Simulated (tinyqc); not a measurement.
Inside a calculation. Model: lossy on-chip transmission line with skin effect.

Program tinyqc, `OMP_NUM_THREADS=1 python tinyqc.py 2810161 2810162 out.jsonl`; Intel Xeon 2.30GHz, shared host, one thread, about 0.01 s. Printed values are rounded.

A uniform line in a homogeneous dielectric: c = sqrt(er)/(c0 Z0), l = Z0 sqrt(er)/c0 (c0 = 299792458 m/s), g = w c td, w = 2 pi f. The resistance joins its limits as r = sqrt(r_dc^2 + r_hf^2), with r_dc = rho/(wd th), r_hf = kr rho/(2 delta (wd + th)), delta = sqrt(rho/(pi f mu0)), mu0 = 4 pi 1e-7 H/m; this is an interpolation, and internal inductance, up to 0.05 nH/mm at low frequency, is neglected.

Parameters, values chosen for the exercise:
- wd = 0.86 um (width of the strip)
- th = 0.55 um (thickness of the strip)
- rho = 2.9 uohm cm (resistivity)
- er = 4.2 (relative permittivity)
- td = 0.005 (loss tangent)
- Z0 = 50 ohm (lossless impedance sqrt(l/c))
- kr = 1.5 (factor for crowding and the return path)
- len = 0.94 mm (length)
- Rg = 50 ohm (source resistance)
- RL = 1e5 ohm (load resistance)
- CL = 300 fF (load capacitance)
- f = 0.29 GHz (frequency)

## Line constants

delta, r_dc, r_hf, r, l, c and g as defined.

delta = 5.032921 um
r_dc = 61.31078 ohm/mm
r_hf = 3.064926 ohm/mm
r = 61.38734 ohm/mm
l = 0.3418015 nH/mm
c = 136.7206 pF/m
g = 0.001245609 S/m

r is 1.00 times r_dc; the skin depth is 9.15 of the thickness.

## Propagation constant and impedance

gamma = sqrt((r + i w l)(g + i w c)) = alpha + i beta, Zc = sqrt((r + i w l)/(g + i w c)), roots with positive real part; loss 8.685889638 alpha in dB; phase velocity w/beta.

gamma len = 0.08198831+0.08241124i
Zc = 353.6640-348.3479i ohm
loss = 0.7575972 dB/mm
phase velocity over c0 = 0.06932639
r/(w l) = 98.56597

r exceeds w l, so the line behaves mainly as an RC line at this frequency.

## Reflection, input impedance and transfer

ZL = 1/(1/RL + i w CL); reflection (ZL - Zc)/(ZL + Zc); Zin = Zc (ZL + Zc tanh(gamma len))/(Zc + ZL tanh(gamma len)); H = V_load/V_source = [Zin/(Zin + Rg)]/[cosh(gamma len) + (Zc/ZL) sinh(gamma len)].

ZL = 33.455-1828.755i ohm
reflection at the load = 0.6337974-0.2597783i
Zin = 60.451-1280.292i ohm
H = 0.9935707-0.0768137i
|H| = -0.03014457 dB
